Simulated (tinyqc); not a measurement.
## Ground and coupling capacitance from two measurements

Inverse problem. A line has Cg to the planes and Cc to each of two neighbours. Find Cg, Cc, the load when both neighbours switch in antiphase, and the pulse on the line when it floats and both neighbours swing by Vx.

Values chosen for this exercise:
- Vx = 0.8 V (swing)

capacitance with neighbours driven alike and with neighbours grounded (aF/um): 82  174

Solution. Driven alike, Cc carries no charge, which leaves Cg; grounded neighbours give Cg + 2 Cc, antiphase Cg + 4 Cc; a floating line divides the swing as 2 Cc/(Cg + 2 Cc).

Cg = 82.00 aF/um
Cc = 46.00 aF/um
load in antiphase = 266.0 aF/um
pulse = 0.4230 V

tinyqc, about 0.6 s, one thread, Intel Xeon 2.30GHz (shared host): `OMP_NUM_THREADS=1 python tinyqc.py 2790145 2790146 out.jsonl`
